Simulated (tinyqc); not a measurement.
Substrate current against gate voltage: lateral field, substrate current, probability of reaching the oxide barrier and hot-carrier lifetime of a silicon transistor (pseudo-two-dimensional and lucky-electron models). Computed by tinyqc, a small Python program. Command: `OMP_NUM_THREADS=1 python tinyqc.py 3017979 3017980 out.jsonl hotcar walk`. One thread of a shared host (Intel(R) Xeon(R) Processor @ 2.30GHz), about 0.01 s of CPU time with the checks.

Local-field models: a lucky carrier gains its energy at the peak field over a path free of collisions. Voltages are magnitudes.

Inputs (values chosen for the exercise, modelled on a silicon n-channel):
```
quantity,value,unit
channel length L,400,nm
oxide thickness t,9.9,nm
junction depth x_j,74,nm
mobility mu,290,cm^2/(V s)
saturation velocity v_s,0.86,1e7 cm/s
threshold voltage V_T,0.44,V
drain voltage V_D,4.8,V
ionisation prefactor A_i,2.3e+06,1/cm
ionisation field B_i,1.76,MV/cm
hot-carrier mean free path lambda,6.9,nm
oxide barrier phi_b,3.1,eV
interface-trap threshold phi_it,3.6,eV
lifetime constant H,40,s microampere/micrometre
length of the depleted extension L_n,55,nm
```

Drain: lightly doped extension.

Constants: eps_0 = 8.8541878128e-12 F/m.

Method:
- C_ox = 3.9 eps_0/t; F_sat = 2 v_s/mu; V_Dsat = V_ov F_sat L/(V_ov + F_sat L), V_ov = V_G - V_T; I_D/W = C_ox v_s (V_ov - V_Dsat).
- Scale length l = 0.22 t^(1/3) x_j^(1/2) (all in cm); F_m = sqrt(((V_D - V_Dsat)/l_e)^2 + F_sat^2), with l_e = l + L_n; length of the velocity-saturated region l_e ln((V_D - V_Dsat)/(l_e F_sat) + F_m/F_sat).
- Substrate current I_sub/I_D = (A_i/B_i)(V_D - V_Dsat) exp(-B_i/F_m); probability of reaching the oxide barrier exp(-phi_b/(e lambda F_m)); lifetime tau = (H/(I_D/W)) exp(phi_it/(e lambda F_m)).

At the given drain voltage:
```
V_G (V),V_Dsat (V),I_D/W (microampere/micrometre),F_m (kV/cm),I_sub/W (microampere/micrometre),tau (s)
0.68,0.2180,6.61,404.05,0.5081,2.4525e+06
0.92,0.3992,24.23,388.41,1.5003,1.1257e+06
1.30,0.6312,68.64,368.43,3.1487,8.2346e+05
1.80,0.8644,148.65,348.36,4.8893,8.5953e+05
2.40,1.0733,265.99,330.43,6.2974,1.0830e+06
3.10,1.2540,421.76,314.93,7.3111,1.4851e+06
3.80,1.3906,590.77,303.24,7.9379,2.0082e+06
4.60,1.5108,794.68,292.97,8.4034,2.7301e+06
5.30,1.5942,979.64,285.85,8.6935,3.4509e+06
```

What does the comparison show, and why?

I_sub rises over the whole table: the growing drain current outweighs the fall of F_m. The shortest lifetime among the rows lies at V_G = 1.3 V, below that of the largest I_sub, since tau depends more steeply on the field.

Extremes, crossings and ranges named in words are read from the listed rows.
